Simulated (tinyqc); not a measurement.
A spin-degenerate level with charging energy between two leads, rate equations: one step of the calculation.

States 0, up, down and 2 with energies 0, e1 - Ez/2, e1 + Ez/2 and 2 e1 + U. mu_L = +V/2, mu_R = -V/2 (meV), f(x) = 1/(1 + exp(x/kB T)). A transition that adds one electron of given spin at the energy E has the rate G f(E - mu) from each lead, and its reverse G [1 - f(E - mu)]. I counts electrons leaving the left lead, times q.

Problem. Steady state and current. Steady state: W p = 0 with sum p = 1. I = q GL sum over transitions i-j of [fL p_i - (1 - fL) p_j].

Values chosen for this exercise: tunnel rate to the left lead GL = 3.3 1/ns; tunnel rate to the right lead GR = 3.3 1/ns.

Constants: q = 1.602176634e-19 C. Results are converted to the units shown.

W (1/ns):

|  | 0 | up | down | 2 |
|---|---|---|---|---|
| 0 | -13.155097 | 0.000745 | 0.044158 | 0.000000 |
| up | 6.599255 | -0.001073 | 0.000000 | 6.599672 |
| down | 6.555842 | 0.000000 | -0.063770 | 6.580388 |
| 2 | 0.000000 | 0.000328 | 0.019612 | -13.180060 |

fL, transition 0-up to down-2: [0.99999999, 0.99999916, 0.00009949, 0.00594265]

Give: p; mean number of electrons; I.

Solution.

p: 0 0.0001, up 0.9834, down 0.0165, 2 0.0000
mean number of electrons = 0.9999
I = 0.1691 pA

In units of q GL GR/(GL + GR) = 264 pA the current is 6.40e-4; two independent spin channels fully inside the bias window would give 2.

Range of the model: Rate equations need hbar G well below kB T; cotunnelling and the Kondo effect are left out.

Numbers from tinyqc (`OMP_NUM_THREADS=1 python tinyqc.py 2780120 2780121 out.jsonl`; about 0.01 s on one thread of a shared Intel Xeon 2.30GHz).
